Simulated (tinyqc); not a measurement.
Trap in a gate oxide as a short-range spherical well, step by step. Values are carried at full precision from step to step, so a last printed digit may differ when a step is redone from the rounded ones.

A spherical well of radius R and depth V0 below the conduction edge, one mass m, c = hbar^2/2m0. The s level at binding Et solves k cot(k R) = -kappa with k = sqrt(m (V0 - Et)/c), kappa = sqrt(m Et/c); it exists for V0 > Vc = c (pi/2R)^2/m. Outside, psi falls as exp(-kappa r)/r.

Constants: hbar^2/2m0 = 3.80998211 eV angstrom^2; fine-structure constant alpha = 0.007297352564; hc = 1239.841984 eV nm; kB = 8.617333262e-05 eV/K.

Parameters, chosen for this exercise (near those of SiO2 on Si; shifted at random, so the results belong to these values and not to a real crystal): R = 4.2 angstrom (radius of the well); V0 = 5.1 eV (depth of the well); m = 0.435 m0 (mass); n_r = 1.45 (refractive index); dEc = 3.07 eV (conduction offset to the channel); Fox = 3.9 MV/cm (oxide field, lowering levels away from the channel); t0 = 21 x 1e-11 s (time constant at the interface); T = 300 K (temperature); EF = 0 eV (Fermi level above the channel edge); x = 11 angstrom (depth of the trap).

## The bound level

Solve for Et; the share outside is [sin^2(kR)/(2 kappa)]/[sin^2(kR)/(2 kappa) + R/2 - sin(2kR)/(4k)].

Et = 2.4082 eV
k = 0.5544 1/angstrom
kappa = 0.5244 1/angstrom
share outside = 0.165
Vc = 1.225 eV

The well is 4.16 times the critical depth. Since dEt/dV0 equals the share inside, 0.84, a 1 % change of V0 moves Et by 1.8 %. The decay length is 1.9 angstrom, 0.5 times R.

## Peak of the photo-ionisation cross-section

Lucovsky model (delta well, plane-wave final states, no local-field factor): sigma = (32 pi alpha c/(3 n_r m Et)) (x - 1)^(3/2)/x^3, x = h nu/Et, c = hbar^2/2m0; 1 angstrom^2 = 1e-16 cm^2.

The maximum lies at x = 2. Give the photon energy, its wavelength and sigma there.

h nu = 4.816 eV
wavelength = 257 nm
sigma = 7.67 x 1e-18 cm^2

With 16 % of the state outside the well the delta-well form is only a rough model of this centre.

## Level, tunnelling time and occupation

Energies from the conduction edge of the channel. The trap level at depth x is E_T = dEc - Et - e Fox x (1 MV/cm = 0.01 eV/angstrom). An electron at the channel edge tunnels with the WKB exponent S = (4/3) sqrt(m/c) [dEc^(3/2) - (dEc - e Fox x)^(3/2)]/(e Fox), c = hbar^2/2m0; tau = t0 exp(S); the occupation is f = 1/(1 + exp((E_T - EF)/kB T)), tau_c = tau/f and tau_e = tau/(1 - f). Lattice relaxation is left out; a level below the channel edge needs phonons as well, so tau is then a lower bound, while a level above it can also empty elastically at its own energy, through a thinner barrier, faster than this tau.

Give E_T, S, tau and ln(tau_c/tau_e) = (E_T - EF)/kB T.

E_T = 0.233 eV
S = 12.559
tau = 5.98e-05 s
ln(tau_c/tau_e) = 9.0

The level lies 9 kB T above EF, so the trap is mostly empty. A flat barrier would give S = 2 sqrt(m dEc/c) x = 13.02.

## Checks

- Et from the radial equation on a grid against the matching condition, eV: both 2.41.

Run: tinyqc, `OMP_NUM_THREADS=1 python tinyqc.py 1250302 1250303 out.jsonl`; Intel(R) Xeon(R) Processor @ 2.30GHz, one thread, shared host; about 0.01 s of CPU time with all checks.
